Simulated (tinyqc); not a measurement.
Inside a calculation. Model: biaxially strained (001) channel, valley splitting in an inversion layer.

tinyqc, about 0.01 s, one thread, Intel Xeon 2.30GHz (shared host): `OMP_NUM_THREADS=1 python tinyqc.py 2530070 2530071 out.jsonl` Printed values are rounded.

A thin layer grown on a relaxed buffer is stretched in the plane. The two valleys with their long axis along the growth direction (D2) sink against the four in-plane ones (D4); confinement in a triangular well splits them too. Only the lowest subband of each set is kept; one relaxation time, so the weakening of intervalley scattering is left out.

Values chosen for this exercise; values close to those of silicon on relaxed silicon-germanium: temperature T = 300 K; germanium share of the relaxed buffer x = 0.19; lattice mismatch per unit x b1 = 0.0418; elastic constant c11 = 164 GPa; elastic constant c12 = 63.9 GPa; shear deformation potential Xu = 8.91 eV; longitudinal mass ml = 0.923 m0; transverse mass mt = 0.193 m0; confining field F = 0.92 MV/cm; inversion density Ns = 6.3e11 cm^-2; Burgers vector bv = 0.384 nm.

Constants: q = 1.602176634e-19 C, kB = 1.380649e-23 J/K, hbar = 1.054571817e-34 J s, m0 = 9.1093837015e-31 kg, Vt = kB T/q, hbar^2/(2 m0) = 0.0380998212 eV nm^2. Results are converted to the units shown.

## Strain, stress and splitting

e_par = b1 x, e_perp = -2 (c12/c11) e_par, splitting D = Xu (e_par - e_perp), in-plane stress (c11 + c12 - 2 c12^2/c11) e_par.

e_par = 0.7942 %
e_perp = -0.618895 %
D = 125.907 meV
stress = 1.41451 GPa

## Subband edges and densities of states

Levels E(m) = 2.33811 (hbar^2 q^2 F^2/(2 m))^(1/3): E2 = E(ml), E4 = E(mt) + D; N2 = 2 mt kB T/(pi hbar^2), N4 = 4 sqrt(mt ml) kB T/(pi hbar^2).

E2 = 0.164676 eV
E4 = 0.403353 eV
N2 = 4.16849e12 cm^-2
N4 = 1.82319e13 cm^-2

Of the gap E4 - E2 = 239 meV, confinement gives 113 meV.

## Iteration 1: critical thickness by substitution

h at the start = 2 nm

Critical thickness (Matthews-Blakeslee, 60-degree dislocations): h = bv (1 - nu/4)[ln(h/bv) + 1]/(4 pi e_par (1 + nu)), nu = c12/(c11 + c12). The right side gives h(new); e_par = b1 x.

h after iteration 1 = 7.40588 nm

## Iteration 2: critical thickness by substitution

As before.

h after iteration 2 = 11.0641 nm

## Course of the iteration: critical thickness by substitution

Stop when h changes by less than 1e-7 nm, or after 60 iterations.

Course of the iteration:
```
iteration   h (nm)  |change| (nm)
1          7.40588           5.41
2          11.0641           3.66
3          12.1859           1.12
4          12.4557          0.270
5          12.5169         0.0612
6          12.5306         0.0137
7          12.5337        3.06e-3
8          12.5344        6.82e-4
9          12.5345        1.52e-4
10         12.5346        3.39e-5
11         12.5346        7.55e-6
12         12.5346        1.68e-6
13         12.5346        3.75e-7
14         12.5346        8.37e-8
```

Converged in 14 iterations. At the end each change is about 0.22 times the one before: linear convergence.

## Share of the light valleys and conductivity mass

EF = 0.117792 eV

EF solves Ns = N2 ln(1 + exp((EF - E2)/Vt)) + N4 ln(1 + exp((EF - E4)/Vt)); f2 is the share in D2, and 1/mc = f2/mt + (1 - f2)(1/mt + 1/ml)/2.

f2 = 0.999538
mc = 0.193035 m0

Without strain f2 would be 0.943 and mc 0.197 m0, so repopulation alone gains 2.3 % in mobility.
